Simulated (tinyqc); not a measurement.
Thermal RC ladder, step response: one step of the calculation.

A ladder of 3 nodes: R_i joins node i to node i + 1, the last R to the ambient; C_i is the heat capacity of node i; theta is the rise above ambient, zero at t = 0. d theta/dt = -A theta + b with b = (Pw/C_1, 0, ...), times in ms.

Problem. Time constants and Foster resistances. A = C^(-1) K, K_ii = 1/R_(i-1) + 1/R_i (no first term for node 1), K_(i,i+1) = K_(i+1,i) = -1/R_i. The time constants tau_k are the inverse eigenvalues of A; the rise of node 1 per watt is Z(t) = sum_k r_k (1 - exp(-t/tau_k)), with r_k = v_k1^2 tau_k/C_1 and v_k the unit eigenvectors of C^(-1/2) K C^(-1/2).

Parameters, values chosen for the exercise:
- R = [0.15, 0.82, 0.17] K/W (resistances, junction to ambient)
- C = [0.83, 6.2, 53] mJ/K (heat capacities of the nodes)

Wanted: tau_k, rising; r_k.

Solution.

tau_k, rising (ms): 0.1095  4.557  11.43
r_k (K/W): 0.1158  0.4411  0.5832

The r_k add up to the sum of the R_i, 1.140 K/W; the slowest constant is 104 times the fastest.

Numbers from tinyqc (`OMP_NUM_THREADS=1 python tinyqc.py 2520037 2520038 out.jsonl`; about 0.01 s on one thread of a shared Intel Xeon 2.30GHz).
